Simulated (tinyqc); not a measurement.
What each parameter does: cylindrical quantum wire.

A cylinder of radius R, isotropic masses, c = hbar^2/2m0, k = sqrt(mw E/c), kappa = sqrt(mb (V0 - E)/c). State (n, m) is J_m(k r) inside and K_m(kappa r) outside; psi and psi'/m are continuous: (k/mw) J_m'(kR)/J_m(kR) = (kappa/mb) K_m'(kappa R)/K_m(kappa R).

Constants: hbar^2/2m0 = 3.80998211 eV angstrom^2.

Parameters, chosen for this exercise (near those of an InGaAs wire in InP; the results hold for these values, not for the real material):
```
symbol  value   unit      meaning
R       133     angstrom  radius
V0      0.258   eV        barrier height
mw      0.0412  m0        mass inside
mb      0.0808  m0        mass outside
```

The lowest level (1,0) and its distance to V0.

One parameter was then changed.

Results before and after:
```
case     E (eV)  V0 - E (eV)     k R
base     0.0208       0.2372  1.9938
changed  0.0178       0.2402  2.0253
```

Which of these changes was made? (a) V0 = 0.219 eV; (b) mw = 0.0453 m0; (c) mb = 0.101 m0; (d) R = 146 angstrom.

Answer: (d) R = 146 angstrom. Of the candidates, run in turn, only this one gives the changed row.

All candidates:
```
case              E (eV)  V0 - E (eV)     k R
base              0.0208       0.2372  1.9938
R = 146 angstrom  0.0178       0.2402  2.0253
V0 = 0.219 eV     0.0202       0.1988  1.9645
mw = 0.0453 m0    0.0195       0.2385  2.0261
mb = 0.101 m0     0.0199       0.2381  1.9532
```

Run: tinyqc, `OMP_NUM_THREADS=1 python tinyqc.py 1251551 1251552 out.jsonl`; Intel(R) Xeon(R) Processor @ 2.30GHz, one thread, shared host; about 0.03 s of CPU time with all checks.
